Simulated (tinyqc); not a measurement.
Model parameters from four stresses.

Problem. The threshold shift of a transistor under bias-temperature stress follows dV = A (V/V0)^g exp[-(Ea q/kB)(1/T - 1/T0)] (t/1 s)^n. Find n, A, g and Ea.

Parameters, values chosen for the exercise: reference stress voltage V0 = 1.8 V; reference temperature T0 = 373 K.

Constants: q = 1.602176634e-19 C, kB = 1.380649e-23 J/K. Results are converted to the units shown.

dV at (V0, T0, 10 s), (V0, T0, 1000 s), (1.5 V, T0, 1000 s) and (V0, 398 K, 1000 s) (mV): [10.897641, 24.965053, 10.791921, 28.070821]

Answer. Each pair differs in one condition, and the logarithm of its ratio gives one exponent.

n = 0.180
A = 7.20 mV
g = 4.60
Ea = 0.0600 eV

Numbers from tinyqc (`OMP_NUM_THREADS=1 python tinyqc.py 2070041 2070042 out.jsonl`; about 0.01 s on one thread of a shared Intel Xeon 2.30GHz).
